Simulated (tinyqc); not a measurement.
Cell-based percolation model of oxide breakdown: two steps of the calculation.

The oxide, of thickness n a, is cut into cubic cells. A cell is defective with the chance l = 1 - exp(-a^3 N), N = N1 (t/1 s)^al. A column of n defective cells breaks the oxide down, and the area holds M = A/a^2 independent columns: 1 - F = (1 - l^n)^M.

Inputs (values chosen for the exercise): edge of a cell a = 1.5 nm; cells across the oxide n = 4; area A = 4.7 um^2; exponent of defect growth al = 0.8; defect density after 1 s N1 = 4.9e17 cm^-3.

Question 1. Critical defect density. At F = 1 - 1/e: l_c = (1 - exp(-1/M))^(1/n), N_bd = -ln(1 - l_c)/a^3, t63 = (N_bd/N1)^(1/al). W = ln(-ln(1 - F)); for small l, W = ln M + n ln(a^3 N), so the Weibull slope is n al.

Give: thickness; M; l_c; N_bd; N_bd times thickness; t63; n al.

Answer 1.

thickness = 6.000 nm
M = 2.089e6
l_c = 0.02630
N_bd = 7.898e18 cm^-3
N_bd times thickness = 4.739e12 cm^-2
t63 = 32.30 s
n al = 3.200

Question 2. The distribution. N, l, F and W = ln(-ln(1 - F)) at each time; the slope is taken between the end points.

| point | t (s) |
|---|---|
| 0 | 1.8 |
| 1 | 3.7 |
| 2 | 7.7 |
| 3 | 16 |
| 4 | 26 |
| 5 | 32 |
| 6 | 43 |

Give: N; l; F; W; slope.

Answer 2.

| point | N (cm^-3) | l | F | W |
|---|---|---|---|---|
| 0 | 7.8418e17 | 0.0026431 | 1.0194e-4 | -9.1911 |
| 1 | 1.3956e18 | 0.0046990 | 0.0010180 | -6.8894 |
| 2 | 2.5084e18 | 0.0084300 | 0.010494 | -4.5517 |
| 3 | 4.5029e18 | 0.015082 | 0.10246 | -2.2248 |
| 4 | 6.6401e18 | 0.022161 | 0.39579 | -0.6855 |
| 5 | 7.8400e18 | 0.026113 | 0.62140 | -0.0291 |
| 6 | 9.9305e18 | 0.032960 | 0.91501 | 0.9023 |

slope = 3.1806

The slope is 0.61 % below n al, since l grows a little more slowly than N.

Computed by the program tinyqc: `OMP_NUM_THREADS=1 python tinyqc.py 2070089 2070090 out.jsonl`, one thread of a shared Intel Xeon 2.30GHz, about 0.01 s for the whole run.
